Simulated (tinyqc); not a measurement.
Worked calculation: plane-wave Kohn-Sham cycle with exchange-only LDA in a layered model solid. One step of it, computed by the program tinyqc.

Question. Iteration 2: Hamiltonian at one k. H(m,m') = (k + G_m)^2/2 delta + V(G_m - G_m'), with V(-G) = V(G).

A solid whose potential varies along x alone (atomic units):
```
parameter                      value
period a                    9.400000
cross-section of the cell  37.000000
electrons per cell                 4
grid points                       16
plane waves -n..n, n               2
k points                           3
V1 in V1 cos(2 pi x/a)     -0.360000
V2 in V2 cos(4 pi x/a)      0.070000
```

V(G_m), m = 0, 1, 2, ... (hartree): [-0.219719, -0.129833, 0.035519, 0.000834, 0.000017]

k = 0.000000 2 pi / a

Give: H.

Answer.

H (hartree), order -2, -1, +0, +1, +2:
```
[[0.674, -0.130, 0.036, 0.001, 0.000],
 [-0.130, 0.004, -0.130, 0.036, 0.001],
 [0.036, -0.130, -0.220, -0.130, 0.036],
 [0.001, 0.036, -0.130, 0.004, -0.130],
 [0.000, 0.001, 0.036, -0.130, 0.674]]
```
